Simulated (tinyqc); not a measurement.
Tunnelling through a thin dielectric with one trap, as a tight-binding chain: sweeps and comparisons. A value that a table varies takes the place of the one given here.

Hopping -t everywhere, t = c/(m a^2), c = hbar^2/2m0; lead sites at 2t (band bottom 0), barrier sites 1 to N at 2t + phi, and site j has U besides. No voltage. Leads give S = -t exp(ika) on sites 1 and N, cos(ka) = 1 - E/(2t). T = (2 t sin(ka))^2 |G_1N|^2, G = (E - H - S)^-1. In the barrier cosh(q a) = 1 + (phi - E)/(2t).

Resonance: the lowest eigenvalue of H + S(E), iterated until its real part equals E (40 rounds from Eb = phi + 2t - sqrt(4t^2 + U^2), the level in an endless barrier). With v the normalised squared amplitudes of that state, Gamma_L = 2 t sin(ka) v_1, Gamma_R = 2 t sin(ka) v_N; Breit-Wigner T = Gamma_L Gamma_R/((E - Er)^2 + (Gamma_L + Gamma_R)^2/4).

Constants: hbar^2/2m0 = 3.80998211 eV angstrom^2.

Inputs chosen for the exercise (barrier and mass of the size used for SiO2 on silicon; the results hold for these values, not for the real material):

| symbol | value | unit | meaning |
|---|---|---|---|
| a | 3 | angstrom | site spacing |
| m | 0.42 | m0 | mass, the same in leads and barrier |
| phi | 2.87 | eV | conduction edge of the barrier above that of the leads |
| N | 8 |  | barrier sites |
| j | 4 |  | site of the trap |
| U | -3.12 | eV | extra energy on the trap site |
| E | 1.11 | eV | electron energy |

## Transmission around the level

Er = 1.17137 eV

widths (meV): left 1.0052, right 0.087447

Energies Er + x (Gamma_L + Gamma_R).

T:

| x | E (eV) | chain | Breit-Wigner | no trap |
|---|---|---|---|---|
| -8.0 | 1.1626 | 0.00111 | 0.00115 | 1.23e-08 |
| -3.0 | 1.1681 | 0.00786 | 0.00796 | 1.26e-08 |
| -1.0 | 1.1703 | 0.0587 | 0.0589 | 1.27e-08 |
| -0.5 | 1.1708 | 0.147 | 0.147 | 1.28e-08 |
| 0.0 | 1.1714 | 0.295 | 0.295 | 1.28e-08 |
| 0.5 | 1.1719 | 0.148 | 0.147 | 1.28e-08 |
| 1.0 | 1.1725 | 0.0592 | 0.0589 | 1.29e-08 |
| 3.0 | 1.1746 | 0.00807 | 0.00796 | 1.30e-08 |
| 8.0 | 1.1801 | 0.00119 | 0.00115 | 1.33e-08 |

What can be read from the table?

At Er the chain gives 0.295, 2.3e+07 times the value without trap, and Breit-Wigner 0.295. In the wings the single pole gives 1.03 times the chain value at x = -8 and 0.965 times at x = 8, because the widths and the level shift change with energy.

## Where a trap does most harm

The trap is moved through the barrier. The area under the resonance, 2 pi Gamma_L Gamma_R/(Gamma_L + Gamma_R), sets the current through it.

Against position:

| j | Er (eV) | Gamma_L (meV) | Gamma_R (meV) | peak | area (meV) |
|---|---|---|---|---|---|
| 3 | 1.1722 | 11.6 | 0.00764 | 0.00263 | 0.0480 |
| 4 | 1.1714 | 1.01 | 0.0874 | 0.295 | 0.505 |
| 5 | 1.1714 | 0.0874 | 1.01 | 0.295 | 0.505 |
| 6 | 1.1722 | 0.00764 | 11.6 | 0.00263 | 0.0480 |

How do the results move?

The area is largest at j = 4 and 5 (0.505 meV) and 10.5 times smaller at j = 3: the slower of the two steps limits the current, so traps in the middle carry most. Each site towards a lead multiplies its width by about 11.49, close to exp(2 q a) = 11.49 at Eb.

## Direct against trap-assisted paths

N odd, the trap in the middle, j = (N + 1)/2. Direct T is that without trap at the energy Er; area = 2 pi Gamma_L Gamma_R/(Gamma_L + Gamma_R). The exponents are the slopes of the logarithms between the last two rows, per angstrom.

Against thickness:

| N | N a (angstrom) | Er (eV) | direct T | area (meV) |
|---|---|---|---|---|
| 5 | 15.0 | 1.1730 | 1.95e-05 | 36.5 |
| 7 | 21.0 | 1.1714 | 1.47e-07 | 3.16 |
| 9 | 27.0 | 1.1713 | 1.11e-09 | 0.275 |
| 11 | 33.0 | 1.1713 | 8.42e-12 | 0.0239 |
| 13 | 39.0 | 1.1713 | 6.37e-14 | 0.00208 |
| 15 | 45.0 | 1.1713 | 4.82e-16 | 0.000181 |
| 17 | 51.0 | 1.1713 | 3.65e-18 | 1.57e-05 |

exponents (1/angstrom): direct 0.8140, through the trap 0.4070

How do the results move?

The direct path falls as exp(-0.814 d) and the path through a central trap as exp(-0.407 d), 2.00 times more slowly, since each step crosses half the layer. From 5 to 17 sites the first loses 12.7 decades and the second 6.4: in thicker layers even few traps rule the leakage. Inelastic capture with phonons is left out.

## What each parameter does

Resonance and log10 T at E. Each row changes one parameter from the base and keeps the others.

Results:

| case | Er (eV) | Gamma_L (meV) | Gamma_R (meV) | log10 T |
|---|---|---|---|---|
| base | 1.1714 | 1.005 | 0.08745 | -4.738 |
| m = 0.386 m0 | 1.2497 | 1.589 | 0.1590 | -5.124 |
| phi = 2.97 eV | 1.2714 | 0.9942 | 0.08649 | -5.754 |
| N = 9 | 1.1714 | 1.005 | 0.007608 | -5.815 |
| j = 3 | 1.1722 | 11.59 | 0.007641 | -4.749 |
| U = -3.026 eV | 1.2500 | 1.142 | 0.1045 | -5.458 |

What does this show?

The largest shifts from the base row, up to three for each result and ties (the steps differ in size, so this ranks the rows, not the parameters). Er (eV): phi +0.1000, U +0.0786, m +0.0784; unchanged at the printed digits by N. Gamma_L (meV): j +10.6, m +0.584, U +0.137; unchanged at the printed digits by N. Gamma_R (meV): N -0.0798, j -0.0798, m +0.0716. log10 T: N -1.077, phi -1.016, U -0.720.

(tinyqc, `OMP_NUM_THREADS=1 python tinyqc.py 1482017 1482018 out.jsonl`, Intel(R) Xeon(R) Processor @ 2.30GHz, 1 thread, shared host, about 0.04 s.)
